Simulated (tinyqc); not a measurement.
Worked calculation: geometry optimisation on the B3LYP (VWN-RPA form)/sto-6g surface (energies and gradients from PySCF), for H4, spin multiplicity 1. Computed by tinyqc, a small Python program that keeps every step (integrals from PySCF). Settings: charge = 0, multiplicity = 1, basis = sto-6g, functional = b3lyp, optimiser = bfgs, first Hessian = 0.6, largest step = 0.1, iteration cap = 30. Command: `OMP_NUM_THREADS=1 python tinyqc.py 27738 27739 out.jsonl` (the two numbers bound the seeds that draw the settings). One thread of a shared host (Intel(R) Xeon(R) Processor @ 2.60GHz), about 10 s of CPU time with the checks.

positions at the start (bohr), order 1H, 2H, 3H, 4H:
```
[[-0.032125, 0.103935, -0.003779],
 [0.018897, 0.039684, 1.642172],
 [0.083148, -0.088817, 3.896615],
 [-0.018897, 0.005669, 5.504772]]
```

Stop when the largest gradient component is below 3e-5 hartree/bohr. The inverse Hessian follows the BFGS update with s = step, y = change of gradient.

Course of the optimisation:
```
step  E (hartree)  largest gradient (hartree/bohr)
1     -2.30832975                         1.08e-01
2     -2.32428966                         8.37e-02
3     -2.33477501                         4.74e-02
4     -2.33849461                         1.67e-02
5     -2.33928831                         1.54e-02
6     -2.34103865                         1.37e-02
7     -2.34248559                         9.98e-03
8     -2.34366822                         8.61e-03
9     -2.34464192                         6.62e-03
10    -2.34543990                         5.44e-03
11    -2.34609448                         4.29e-03
12    -2.34663058                         3.45e-03
13    -2.34706925                         2.74e-03
14    -2.34742745                         2.18e-03
15    -2.34771964                         1.73e-03
16    -2.34795784                         1.37e-03
17    -2.34815152                         1.08e-03
18    -2.34830862                         8.55e-04
19    -2.34843617                         6.74e-04
20    -2.34853983                         5.30e-04
21    -2.34862369                         4.17e-04
22    -2.34869138                         3.46e-04
23    -2.34874641                         2.92e-04
24    -2.34879150                         2.47e-04
25    -2.34882820                         2.10e-04
26    -2.34885791                         1.81e-04
27    -2.34888237                         1.57e-04
28    -2.34890311                         1.38e-04
29    -2.34892081                         1.23e-04
30    -2.34893561                         1.11e-04
```

Can the last value be used, and what does the course show?

Not by the stop rule. Not converged within 30 steps: the energy falls at every step, but slowly. Reruns: method bfgs, first Hessian 0.6, largest step 0.3: not converged.
